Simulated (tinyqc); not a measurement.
# Zener tunnelling in a reverse-biased junction, two-band WKB: two studies

Abrupt p-n junction, depletion approximation. Energies E are counted from the conduction-band edge of the neutral n side; its Fermi level lies at dn, that of the p side at dn - V, and the valence-band edge of the neutral p side at Em = dn + dp - V. Tunnelling needs 0 < E < Em. Two-band dispersion with equal masses m: inside the gap kappa = sqrt(m u (1 - u/Eg)/C), u the distance from a band edge, C = hbar^2/(2 m0).

Parameters, values chosen for the exercise; band and dielectric values close to those of In0.53Ga0.47As: temperature T = 300 K; band gap Eg = 0.733 eV; relative permittivity eps_r = 13.8; conduction-band density of states at 300 K Nc = 2.11e17 cm^-3; valence-band density of states at 300 K Nv = 7.7e18 cm^-3; band-edge mass of the two-band model m = 0.043 m0; acceptor density Na = 1.8e19 cm^-3; donor density Nd = 2e18 cm^-3; bias of the p side V = -1.7 V.

Constants: q = 1.602176634e-19 C, kB = 1.380649e-23 J/K, hbar = 1.054571817e-34 J s, h = 6.62607015e-34 J s, m0 = 9.1093837015e-31 kg, Vt = kB T/q, eps0 = 8.8541878128e-14 F/cm where lengths are in cm, hbar^2/(2 m0) = 0.0380998212 eV nm^2. Results are converted to the units shown.

Each table varies one quantity; the others keep the values above.

## Effect of the band gap with the mass tied to it

The mass follows the gap, m = 0.043 Eg/0.733 eV, as in a two-band model with a fixed matrix element; Nc, Nv and eps_r are held. Nd = Nc F12(dn/Vt), Na = Nv F12(dp/Vt), F12(x) = (2/sqrt(pi)) int_0^infinity sqrt(u)/(1 + exp(u - x)) du; dn = EF - Ec on the n side, dp = Ev - EF on the p side (negative outside the bands); Vbi = Eg + dn + dp. W = sqrt(2 eps0 eps_r (Vbi - V)(1/Na + 1/Nd)/q), mean field F = (Vbi - V)/W, peak field 2 F. In a uniform field F the exponent is S = pi sqrt(m/C) Eg^1.5/(4 F). Transverse energy Et = C kt^2/m raises it to S (1 + 4 Et/Eg), so T = exp(-S) exp(-Et/Eb) with Eb = Eg/(4 S). KJ = (2 q^2/h) m/(4 pi C) (times 1e14 for A/cm^2 per eV^2). J = KJ exp(-S) Eb times the integral from 0 to Em of [f(E - dn) - f(E - dn + V)] [1 - exp(-min(E, Em - E)/Eb)] dE, f(x) = 1/(1 + exp(x/Vt)), with S and Eb from the mean field; J > 0 flows from p to n.

Result of one run:
```
Eg (eV)  Vbi (V)  mean field (MV/cm)      S  J (A/cm^2)  S at fixed m
0.99       1.168              0.5818  16.42      -1.777         14.13
```

What becomes of these results when the band gap Eg is changed from 0.99 to 0.89 eV, all else the same?

Result of the changed run:
```
Eg (eV)  Vbi (V)  mean field (MV/cm)      S  J (A/cm^2)  S at fixed m
0.89       1.068              0.5716  13.51      -32.09         12.26
```

The whole series:
```
Eg (eV)  Vbi (V)  mean field (MV/cm)      S  J (A/cm^2)  S at fixed m
0.37      0.5485              0.5151  2.590    -1.580e6         3.646
0.47      0.6485              0.5264  4.089    -3.616e5         5.107
0.58      0.7585              0.5386  6.087    -5.030e4         6.842
0.68      0.8585              0.5495  8.201       -6198         8.515
0.79      0.9685              0.5612  10.84      -453.3         10.44
0.89       1.068              0.5716  13.51      -32.09         12.26
0.99       1.168              0.5818  16.42      -1.777         14.13
1.1        1.278              0.5929  19.89    -0.05619         16.24
```

S rises from 2.59 to 19.9, as Eg^(1.87), against Eg^(1.37) at fixed m; at a fixed field the powers would be 2 and 1.5, and the field grows with Vbi. |J| falls from 1.58e6 to 0.0562 A/cm^2. Where S is below about 4, a WKB prefactor of 1 is a rough guess.

## Effect of the doping Nd

Same model as above.

Effect of the doping Nd:
```
Nd (cm^-3)  Vbi (V)  mean field (MV/cm)      S  J (A/cm^2)
4.4e17       0.8132              0.2660  19.68    -0.03090
6.4e17       0.8310              0.3202  16.35      -1.043
9.3e17       0.8521              0.3847  13.61      -19.39
1.3e18       0.8749              0.4524  11.57      -175.1
2e18         0.9115              0.5551  9.432       -1829
2.8e18       0.9476              0.6485  8.074       -8306
4.1e18       0.9991              0.7687  6.812    -3.474e4
5.9e18        1.062              0.8970  5.838    -1.072e5
```

The mean field rises from 0.266 to 0.897 MV/cm, as Nd^(0.47), S falls from 19.7 to 5.84, and |J| rises from 0.0309 to 1.07e5 A/cm^2: 6.54 decades, of which exp(-S) accounts for 6.01.

Range of the model: Parabolic densities of states, no band tails and no gap narrowing, all of which matter at such doping.

Program tinyqc, `OMP_NUM_THREADS=1 python tinyqc.py 2620023 2620024 out.jsonl`; Intel Xeon 2.30GHz, shared host, one thread, about 0.01 s.
